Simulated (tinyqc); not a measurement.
Worked calculation: Fermi-Dirac statistics of conduction electrons. Values are carried at full precision from step to step, so a last printed digit may differ when a step is redone from the rounded ones.

Constants: hbar^2/2m0 = 3.80998211 eV angstrom^2; kB = 8.617333262e-05 eV/K; e^2/(4 pi eps0) = 14.39964547 eV angstrom.

Inputs chosen for the exercise (near those of Si, lowest valleys alone; not measured data):
- m = 1.0923 m0 (density-of-states mass of the conduction band)
- T = 400 K
- n = 5.3e+19 1/cm^3 (electron density)
- eps = 11.5 (static dielectric constant)
- alpha = 0.51 1/eV (non-parabolicity)

## Reduced density

N = 2 (m kB T/(4 pi c))^(3/2) with c = hbar^2/2m0, in 1/angstrom^3; times 1e24 for 1/cm^3; u = n/Nc.

kT = 0.034469 eV
Nc = 4.4106e+19 1/cm^3
u = n/Nc = 1.20166

## Reduced Fermi level by five rules

F_j(eta) = (1/Gamma(j + 1)) integral_0^infinity x^j dx/(1 + exp(x - eta)), which tends to exp(eta) for eta << 0.

With u = n/Nc: Boltzmann eta = ln u; Joyce-Dixon eta = ln u + u/sqrt(8) - 4.95009e-3 u^2 + 1.48386e-4 u^3 - 4.42563e-6 u^4; Nilsson eta = ln u/(1 - u^2) + v/(1 + (0.24 + 1.08 v)^-2) with v = (3 sqrt(pi) u/4)^(2/3); fully degenerate limit eta = v; exact: F_1/2(eta) = u.

Find eta = (EF - Ec)/kT by each rule.

eta: Boltzmann 0.184, Joyce-Dixon 0.602, Nilsson 0.606, degenerate 1.367, exact 0.602

Against the exact value the errors are Boltzmann -0.418, Joyce-Dixon 0.000, Nilsson +0.005, degenerate limit +0.765 (in kT).

## Exact eta by Newton steps

Solve ln F_1/2(eta) = ln u from the Boltzmann value; dF_1/2/d eta = F_-1/2, so the step is -ln(F_1/2/u) F_1/2/F_-1/2. Stop below 1e-9.

Newton steps:
```
step       eta     F_1/2    F_-1/2  step taken
1     0.183707  0.882803  0.676634       0.402
2     0.586023   1.18840  0.844699      0.0156
3     0.601635   1.20164  0.851452    2.44e-05
4     0.601660   1.20166  0.851463    5.94e-11
```

Converged in 4 steps.

## Mean energy, Einstein relation and screening

eta = 0.60166

Mean kinetic energy <E> = (3/2) kT F_3/2/F_1/2; D/mu = (kT/e) F_1/2/F_-1/2; dn/dEF = (Nc/kT) F_-1/2; screening length L = (4 pi (e^2/(4 pi eps0)) (dn/dEF)/eps)^(-1/2), with dn/dEF in 1/(angstrom^3 eV) (1/cm^3 = 1e-24/angstrom^3).

F_-1/2, F_1/2, F_3/2: 0.8515  1.202  1.451

<E> = 62.45 meV
D/mu = 48.65 mV
dn/dEF = 1.089e+21 1/(cm^3 eV)
L = 7.638 angstrom

EF lies within 2 kT of the edge. D/mu is 1.411 times kT/e and <E> is 1.208 times (3/2) kT; the Debye formula, with n/kT in place of dn/dEF, would give L = 6.429 angstrom.

## Fermi level in the non-parabolic band

Non-parabolic band E (1 + alpha E) = c k^2/m: n = Nc (2/sqrt(pi)) integral_0^infinity sqrt(x (1 + a x)) (1 + 2 a x) dx/(1 + exp(x - eta)) with a = alpha kT and eta = (EF - Ec)/kT; a = 0 gives n = Nc F_1/2(eta).

Solve for eta at the same n.

a = 0.01758
eta = 0.494
EF - Ec = 17.04 meV

The extra states lower EF by 3.70 meV against the parabolic band.

## Checks

- Non-parabolic integral at a = 0 against F_1/2(2): both 2.823721.
- F_1/2(40) against the Sommerfeld form (4/(3 sqrt(pi))) eta^(3/2) (1 + pi^2/(8 eta^2)): both 190.45.

Run: tinyqc, `OMP_NUM_THREADS=1 python tinyqc.py 1682304 1682305 out.jsonl`; Intel(R) Xeon(R) Processor @ 2.30GHz, one thread, shared host; about 0.01 s of CPU time with all checks.
